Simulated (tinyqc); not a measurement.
Landau-Devonshire theory of a uniaxial ferroelectric: one step, computed by the program tinyqc.

G(P) = (alpha/2) P^2 + (beta*/4) P^4 + (gamma/6) P^6 - E P per volume, SI units, one domain, P along the polar axis, which is normal to the film.

Task: Spontaneous polarisation, susceptibility, coercive field. Ps^2 = [-beta* + sqrt(beta*^2 - 4 alpha gamma)]/(2 gamma). chi = 1/(eps_0 G''), G'' = alpha + 3 beta* P^2 + 5 gamma P^4 at Ps. Ps, chi and the coercive field are for perfect screening, without a depolarising field. The intrinsic coercive field is |alpha P + beta* P^3 + gamma P^5| at the P_c where G'' = 0. 1 C/m^2 = 100 microcoulomb/cm^2.

Inputs (values chosen for the exercise, for a model ferroelectric): Curie-Weiss temperature T0 = 450 K; gamma = 3.52e+09 J m^9/C^6; temperature T = 427 K.

Sample: epitaxial film.

alpha = -5.717414e+08 J m/C^2

beta* = 1.837310e+09 J m^5/C^4

Constants: eps_0 = 8.8541878128e-12 F/m.

Give: spontaneous polarisation Ps; susceptibility chi; well depth G(Ps); P_c; intrinsic coercive field.

Result:

spontaneous polarisation Ps = 46.81 microcoulomb/cm^2

susceptibility chi = 76.23

well depth G(Ps) = -34.41 MJ/m^3

P_c = 28.67 microcoulomb/cm^2

intrinsic coercive field = 113.8 MV/m

P_c/Ps = 0.612, above the 0.577 of a quartic well, as the sixth-order term matters. Real switching runs by domain nucleation at far lower fields.
